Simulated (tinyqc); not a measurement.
Input admittance of a MOSFET at zero drain bias: distributed channel and distributed gate: one step of the calculation.

Source and drain grounded, strong inversion, w = 2 pi f, Cox = eps0 eox/tox. The channel is an RC line of resistance 1/(mu Cox Vo) per square fed from both ends, so one finger has the intrinsic admittance y = i w Cox L tanh(g)/g per width, g = (1/2) sqrt(i w tau), tau = L^2/(mu Vo). The vertical resistance rv/L is in series with y, the overlaps 2 i w Cov in parallel: y_t = 1/(1/y + rv/L) + 2 i w Cov. The gate strip is a line of Rsh/L per length loaded by y_t, so a finger has Y = y_t Wf tanh(k)/k, k = (Wf/sd) sqrt(y_t Rsh/L); the device has Nf Y.

Problem. Admittance of the channel and stack per width. tau, g, c = Cox L, y and y_t as defined.

Inputs (values chosen for the exercise); values of the order met in silicon radio-frequency transistors:
```
symbol  value        unit                                                                 meaning
eox       3.9              relative permittivity of the gate insulator (close to silicon dioxide)
tox         3          nm                                                     insulator thickness
L         0.3          um                                                          channel length
mu        410  cm^2/(V s)                                                        channel mobility
Vo       0.25           V                                                          gate overdrive
rv          0    ohm um^2                                  vertical resistivity of the gate stack
Cov       0.3       fF/um                             overlap and fringe capacitance on each side
f          26         GHz                                                               frequency
```

Constants: eps0 = 8.8541878128e-14 F/cm where lengths are in cm. Results are converted to the units shown.

Wanted: tau; g; c; y; y_t.

Solution.

tau = 8.780 ps
g = 0.4234+0.4234i
c = 3.453 fF/um
y = 66.1+554.6i uS/um
y_t = 66.1+652.7i uS/um

w tau = 1.43, and Im y is 0.983 of w c.

tinyqc, about 0.01 s, one thread, Intel Xeon 2.30GHz (shared host): `OMP_NUM_THREADS=1 python tinyqc.py 2262195 2262196 out.jsonl`
